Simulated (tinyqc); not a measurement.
Wannier functions of a composite (isolated) pair of valence bands (bonds of an sp chain): one step. Levels and the projector on the filled bands.

H(k) (eV):
```
                    A<         A>         B<                  B>
A<                   0  -1.190000          0  3.187527+2.315874i
A>           -1.190000          0  -4.440000                   0
B<                   0  -4.440000          0           -0.780000
B>  3.187527-2.315874i          0  -0.780000                   0
```

Question. Diagonalise; P = sum over the two lowest states of |psi><psi|.

Give: levels; P.

Answer.

levels (eV): -4.7292  -3.8596  3.8596  4.7292

P:
```
                 A<              A>              B<               B>
A<           0.5000  0.1068+0.0256i               0  -0.3991-0.2804i
A>   0.1068-0.0256i          0.5000  0.4877+0.0069i                0
B<                0  0.4877-0.0069i          0.5000   0.1026+0.0390i
B>  -0.3991+0.2804i               0  0.1026-0.0390i           0.5000
```

The filled states put 2.000 electrons on A and 2.000 on B at this k.

(tinyqc, `OMP_NUM_THREADS=1 python tinyqc.py 1481202 1481203 out.jsonl`, Intel(R) Xeon(R) Processor @ 2.30GHz, 1 thread, shared host, about 0.4 s.)
